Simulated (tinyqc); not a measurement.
From results back to parameters: band edges of strained Si(1-x)Ge(x) on relaxed Si(1-y)Ge(y). Three cases, with inputs chosen for the exercise.

Problem. A layer on a (001) buffer has its Delta valleys split into the four in the plane and the two along z: E(Delta4) - E(Delta2) = XuD (e_par - e_perp), e_perp = -2 (C12/C11) e_par, e_par = (a(y) - a(x))/a(x). The splitting is given; find the strain and the Ge fraction y of the buffer.

Values are linear in the Ge fraction but for ED(x) = linear - CD x (1 - x) and a(x) = linear - Ca x (1 - x). Energies are on the common scale of Ev.

Find: e_par; a(y); y.

Method. e_par = splitting/(XuD (1 + 2 C12/C11)) with the values at x; a(y) = a(x)(1 + e_par); a(y) rises steadily with y, so one root lies in the range.

Case 1.

Values chosen (end members near Si and Ge, in this order; the results hold for these values, not for the real material): a = (5.43, 5.654) angstrom (lattice constant); Ca = 0 angstrom (bowing of the lattice constant); XuD = (8.85, 9.63) eV (uniaxial potential, Delta); C11 = (163.8, 126.7) GPa; C12 = (64.3, 48.6) GPa; x = 0.49 (Ge fraction of the layer).

E(Delta4) - E(Delta2) = -0.325130 eV

Solution.

e_par = -0.01981
a(y) = 5.4300 angstrom
y = 0

Case 2.

Values chosen (end members near Si and Ge, in this order; the results hold for these values, not for the real material): a = (5.423, 5.656) angstrom (lattice constant); Ca = 0.028 angstrom (bowing of the lattice constant); XuD = (9.04, 9.26) eV (uniaxial potential, Delta); C11 = (165, 127.6) GPa; C12 = (63.4, 47.9) GPa; x = 1 (Ge fraction of the layer).

E(Delta4) - E(Delta2) = -0.095900 eV

Solution.

e_par = -0.00592
a(y) = 5.6225 angstrom
y = 0.870

Case 3.

Values chosen (end members near Si and Ge, in this order; the results hold for these values, not for the real material): a = (5.427, 5.657) angstrom (lattice constant); Ca = 0.024 angstrom (bowing of the lattice constant); XuD = (9.18, 9.27) eV (uniaxial potential, Delta); C11 = (165.3, 128.9) GPa; C12 = (64.3, 48.1) GPa; x = 0 (Ge fraction of the layer).

E(Delta4) - E(Delta2) = 0.198997 eV

Solution.

e_par = 0.01219
a(y) = 5.4932 angstrom
y = 0.310

Computed by tinyqc, one run a case: `OMP_NUM_THREADS=1 python tinyqc.py N N+1 out.jsonl` with N = 1050871, 1050877, 1050893; one thread of a shared Intel(R) Xeon(R) Processor @ 2.30GHz, about 0.02 s a run at most.
